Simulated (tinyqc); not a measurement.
Energy and delay of logic against supply voltage: two steps of the calculation.

One expression serves below and above threshold: I(Vg) = Ik [ln(1 + exp((Vg - VT + dd V)/(al nf Vt)))]^al, with I_on = I(V) and I_off = I(0). Gate delay td = kd C V/I_on, clock period LD td. Per gate and cycle the switching energy is act C V^2 and the leakage energy I_off V LD td. No short-circuit current, no variation. Minima are sought above 0.09 V; below a few Vt gates no longer switch and the model has no meaning.

Inputs (values chosen for the exercise); values of the order met in logic technologies:
```
symbol,value,unit,meaning
T,250,K,temperature
VT,0.43,V,threshold voltage at zero drain bias
nf,1.17,,slope factor
dd,0.1,,barrier lowering per volt of supply
Ik,2.5,uA,specific current of a gate
al,1.86,,exponent of the current law
C,0.33,fF,load capacitance of a gate
kd,0.7,,delay factor
LD,30,,logic depth
act,0.3,,activity factor
V,0.38,V,supply voltage
```

Constants: q = 1.602176634e-19 C, kB = 1.380649e-23 J/K, Vt = kB T/q. Results are converted to the units shown.

Problem 1. Currents, delay and energies. I_on, I_off, td, clock frequency 1/(LD td), both energies and their sum.

Wanted: I_on; I_off; td; clock frequency; switching energy; leakage energy; energy.

Solution 1.

I_on = 0.88834 uA
I_off = 4.4023e-4 nA
td = 98.813 ps
clock frequency = 0.33734 GHz
switching energy = 14.296 aJ
leakage energy = 4.9591e-4 aJ
energy = 14.296 aJ

I_on/I_off = 2.02e6; leakage makes up 0.00347 % of the energy.

Problem 2. New V. Minimum-energy supply: E(V) is the energy per gate and cycle; with h = 0.001 V, E' = (E(V + h) - E(V - h))/(2 h), E'' = (E(V - h) - 2 E(V) + E(V + h))/h^2, V(new) = V - E'/E''.

V after iteration 2 = 0.13005568 V

Give: E'; E''; V after iteration 3.

Solution 2.

E' = 9.3961 aJ/V
E'' = 515.55 aJ/V^2
V after iteration 3 = 0.11183 V

Program tinyqc, `OMP_NUM_THREADS=1 python tinyqc.py 2082151 2082152 out.jsonl`; Intel Xeon 2.30GHz, shared host, one thread, about 0.01 s.
